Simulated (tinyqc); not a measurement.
Plane-wave Kohn-Sham cycle with exchange-only LDA in a layered model solid, step by step. One step of it, computed by the program tinyqc.

Question. Iteration 2: levels at that k. Diagonalise the Hermitian matrix.

H (hartree), order -3, -2, -1, +0, +1, +2, +3:
```
[[0.411107, -0.253049, 0.004214, -0.000886, -0.000093, 0.000249, 0.000071],
 [-0.253049, 0.044152, -0.253049, 0.004214, -0.000886, -0.000093, 0.000249],
 [0.004214, -0.253049, -0.176020, -0.253049, 0.004214, -0.000886, -0.000093],
 [-0.000886, 0.004214, -0.253049, -0.249411, -0.253049, 0.004214, -0.000886],
 [-0.000093, -0.000886, 0.004214, -0.253049, -0.176020, -0.253049, 0.004214],
 [0.000249, -0.000093, -0.000886, 0.004214, -0.253049, 0.044152, -0.253049],
 [0.000071, 0.000249, -0.000093, -0.000886, 0.004214, -0.253049, 0.411107]]
```

Give: eigenvalues.

Answer.

eigenvalues (hartree): [-0.6196, -0.3698, -0.1375, 0.0833, 0.2222, 0.5615, 0.5688]
